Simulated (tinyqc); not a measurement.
Threshold of a short bulk MOSFET: charge sharing, barrier lowering, narrow width: one step of the calculation.

n-channel device on a p-type body, depletion approximation, full ionisation. Uniform doping N = Na. Vbi from Boltzmann statistics is rough for the degenerate source. Cox = eps0 eox/tox.

Task. Long-channel threshold and scales. ni = sqrt(Nc Nv) exp(-Eg/(2 Vt)), Eg in volts; 2 pB = 2 Vt ln(N/ni); flat band Vfb - Vt ln(N/Na); Wd = sqrt(2 eps0 eps_r (2 pB - Vbs)/(q N)); body term q N Wd/Cox; long-channel VT0 = flat band + 2 pB + body term; Vbi = Vt ln(N Nsd/ni^2); scale length l = sqrt((eps_r/eox) tox Wd).

Values chosen for this exercise; band and dielectric values close to those of silicon: temperature T = 300 K; band gap Eg = 1.13 eV; relative permittivity eps_r = 11.6; conduction-band density of states at T Nc = 2.8e19 cm^-3; valence-band density of states at T Nv = 2.67e19 cm^-3; relative permittivity of the gate insulator (close to silicon dioxide) eox = 3.9; insulator thickness tox = 3.1 nm; channel doping Na = 1.1e17 cm^-3; source and drain doping Nsd = 1e20 cm^-3; flat-band voltage for the doping Na Vfb = -0.99 V; body-source voltage Vbs = -0.5 V.

Constants: q = 1.602176634e-19 C, kB = 1.380649e-23 J/K, Vt = kB T/q, eps0 = 8.8541878128e-14 F/cm where lengths are in cm. Results are converted to the units shown.

Give: N; 2 pB; flat band; Wd; body term; VT0; Vbi; l.

Result.

N = 1.1000e17 cm^-3
2 pB = 0.84482 V
flat band = -0.99000 V
Wd = 125.20 nm
body term = 0.19808 V
VT0 = 0.052900 V
Vbi = 1.0209 V
l = 33.976 nm

Numbers from tinyqc (`OMP_NUM_THREADS=1 python tinyqc.py 2002001 2002002 out.jsonl`; about 0.01 s on one thread of a shared Intel Xeon 2.30GHz).
